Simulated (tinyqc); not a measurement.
Thin-body transistor below threshold, two-dimensional Poisson equation on a small mesh: one step of the calculation.

A thin body on a thick buried insulator of low permittivity, taken as carrying no normal field at the bottom of the body (row 0). Mobile charge is neglected (subthreshold), the body is fully depleted, and potentials are counted from the intrinsic level; rows run upward to the gate, columns from source to drain.

Problem. Over-relaxation sweep (omega = 1.4). Free nodes: rows 0..2, columns 1..4, taken row by row from row 0, left to right. t = (up psi(above) + dn psi(below) + lat [psi(left) + psi(right)] + s)/(up + dn + 2 lat), with the newest neighbours; psi(new) = psi + 1.4 (t - psi).

psi after iteration 1 (V):
```
             j=0        j=1        j=2        j=3        j=4        j=5
row 0  0.5400000  0.0259930  0.0012512  0.0000602  0.0500634  1.0400000
row 1  0.5400000  0.0429369  0.0028824  0.0001780  0.0827037  1.0400000
row 2  0.5400000  0.1151286  0.0556326  0.0498010  0.1817347  1.0400000
row 3  0.1100000  0.1100000  0.1100000  0.1100000  0.1100000  0.1100000
```

```
row         up         dn        lat  s (V)
0    42.688000          0  1.5760870      0
1    42.688000  42.688000  3.1521739      0
2    20.909091  42.688000  2.9211957      0
```

Wanted: psi after iteration 2.

Solution.

psi after iteration 2 (V):
```
         j=0    j=1    j=2    j=3    j=4    j=5
row 0  0.540  0.072  0.007  0.003  0.138  1.040
row 1  0.540  0.131  0.046  0.040  0.227  1.040
row 2  0.540  0.148  0.075  0.076  0.235  1.040
row 3  0.110  0.110  0.110  0.110  0.110  0.110
```

Computed by the program tinyqc: `OMP_NUM_THREADS=1 python tinyqc.py 2480170 2480171 out.jsonl`, one thread of a shared Intel Xeon 2.30GHz, about 0.1 s for the whole run.
